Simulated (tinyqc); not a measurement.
From results back to parameters: Koster-Slater impurity in an sp3s* host.

Problem. In the Koster-Slater model a defect shifts the s level of its site by Vs and the p levels by Vp; an A1 level solves 1/Vs = G_s(E) and a T2 level 1/Vp = G_p(E), E from the top of the valence band. A defect has an A1 level at E = 0.8687 eV, one of the energies of the table, and a T2 level at 0.2896 eV.

G(E) of the host (1/eV):
```
E (eV)         G_s         G_p
0.0000  -0.0713484   0.0990468
0.1448  -0.0839007   0.0624292
0.2896  -0.0982586   0.0354639
0.4343  -0.1151010   0.0114002
0.5791  -0.1354710  -0.0123189
0.7239  -0.1611286  -0.0377406
0.8687  -0.1954593  -0.0677539
1.0135  -0.2466434  -0.1089046
1.1583  -0.3522567  -0.1946441
```

Find: Vs, Vp.

Solution. Read G_s and G_p at the two energies and invert them. Vs is attractive and pulls its level down from the conduction bands. Vp is repulsive and pushes its level up from the valence bands.

Vs, Vp (eV): -5.1  28.2

Program tinyqc; command `OMP_NUM_THREADS=1 python tinyqc.py 1481025 1481026 out.jsonl`; about 0.02 s on one thread of a shared Intel(R) Xeon(R) Processor @ 2.30GHz.
